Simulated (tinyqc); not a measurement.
Inside a calculation. Method: tight binding, kagome lattice. One step of it, computed by the program tinyqc.

Task: Levels at k. Diagonalise the Hermitian matrix.

H(k) at k (eV):
```
                     A                   B                    C
A             0.000000  0.006072-0.616092i  -1.223682+0.693462i
B   0.006072+0.616092i            0.000000   0.242903-0.112800i
C  -1.223682-0.693462i  0.242903+0.112800i             0.000000
```

Give: eigenvalues; weights |c|^2 of the basis functions.

Result:

eigenvalues (eV): -1.5673  0.0173  1.5500

weights |c|^2 of the basis functions:
```
   band 1  band 2  band 3
A  0.4828  0.0294  0.4878
B  0.0968  0.8144  0.0888
C  0.4204  0.1562  0.4234
```
